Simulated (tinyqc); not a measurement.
Dopants and charged point defects at anneal temperature: Fermi-level effect, clustering and pairing: one step, computed by the program tinyqc. Command: `OMP_NUM_THREADS=1 python tinyqc.py 3030215 3030216 out.jsonl pairing walk`. One thread of a shared host (Intel(R) Xeon(R) Processor @ 2.30GHz), about 0.03 s of CPU time with the checks.

Boltzmann statistics and full ionisation of active dopants. Energies are counted from the valence band; the defect (a vacancy or self-interstitial) has five charge states, with all degeneracy factors one.

Problem. Carrier density and Fermi level. p = A/2 + sqrt(A^2/4 + n_i^2) for an active density A. chi = n/n_i (for acceptors n_i/p); E_F = E_i + k_B T ln chi; field enhancement h = 1 + A/sqrt(A^2 + 4 n_i^2).

Inputs (values chosen for the exercise, with bands modelled on silicon): anneal temperature T = 890 K.

Dopant: acceptor. Second part: clustering of the dopant.

active density A = 5.043514e+18 cm^-3

n_i = 3.177558e+17 cm^-3

E_i = 0.4377759 eV

k_B T = 0.07669427 eV

Give: p; chi; E_F; field enhancement h.

Solution.

p = 5.063e+18 cm^-3

chi = 0.06275

E_F = 0.2254 eV

field enhancement h = 1.992

The doping is 15.9 n_i: extrinsic conditions.
